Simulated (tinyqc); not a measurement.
Plane-wave Kohn-Sham cycle with exchange-only LDA in a layered model solid, step by step. One step of it, computed by the program tinyqc.

Problem. Iteration 2: Hamiltonian at one k. H(m,m') = (k + G_m)^2/2 delta + V(G_m - G_m'), with V(-G) = V(G).

A solid whose potential varies along x alone (atomic units):
```
parameter                      value
period a                    9.000000
cross-section of the cell  37.000000
electrons per cell                 4
grid points                       16
plane waves -n..n, n               3
k points                           4
V1 in V1 cos(2 pi x/a)     -0.750000
```

V(G_m), m = 0, 1, 2, ... (hartree): -0.210951  -0.268873  0.004905  0.003078  0.000413  0.000119  0.000169

k = 0.125000 2 pi / a

Give: H.

Solution.

H (hartree), lower triangle:
```
         -3       -2       -1       +0       +1       +2      +3
-3   1.8033
-2  -0.2689   0.6458
-1   0.0049  -0.2689  -0.0244
+0   0.0031   0.0049  -0.2689  -0.2071
+1   0.0004   0.0031   0.0049  -0.2689   0.0975
+2   0.0001   0.0004   0.0031   0.0049  -0.2689   0.8895
+3   0.0002   0.0001   0.0004   0.0031   0.0049  -0.2689  2.1689
```
